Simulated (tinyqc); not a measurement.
# Transfer-length model of a contact: effect of the sheet resistance

A metal contact of length d and width W on a thin layer of the same width. The metal has no resistance, the sheet resistance under it equals Rsh, and current enters the layer at the front edge x = 0.

Transfer length Lt = sqrt(rc/Rsh); front resistance Rc = (Rsh Lt/W) coth(d/Lt); end resistance Re = (Rsh Lt/W)/sinh(d/Lt).

Values chosen for this exercise:
- rc = 2.6e-8 ohm cm^2 (specific contact resistivity)
- d = 0.041 um (contact length)
- W = 1.1 um (contact width)

Result of one run:
```
Lt (um),d/Lt,Rc W (ohm um),Re W (ohm um)
0.01000,4.100,260.1,8.620
```

Which sheet resistance of the semiconductor layer Rsh gave this result: 29, 77, 9700 or 26000 ohm/sq?

Rsh = 26000 ohm/sq.

The whole series:
```
Rsh (ohm/sq),Lt (um),d/Lt,Rc W (ohm um),Re W (ohm um)
29,0.2994,0.1369,63.81,63.22
77,0.1838,0.2231,64.46,62.89
200,0.1140,0.3596,66.12,62.07
530,0.07004,0.5854,70.50,59.93
1400,0.04309,0.9514,81.48,54.77
3700,0.02651,1.547,107.4,43.76
9700,0.01637,2.504,160.9,26.13
26000,0.01000,4.100,260.1,8.620
```

Rc W rises from 63.8 to 260 ohm um while Re W falls from 63.2 to 8.62 ohm um; for Rsh going to zero both tend to rc/d = 63.4 ohm um. A larger Rsh shortens Lt and crowds the current to the front edge. In 2 of the 8 rows Lt is below 20 nm, near the thickness of a real layer, where current spreads in depth and the line model fails.

Program tinyqc, `OMP_NUM_THREADS=1 python tinyqc.py 2760031 2760032 out.jsonl`; Intel Xeon 2.30GHz, shared host, one thread, about 0.01 s.
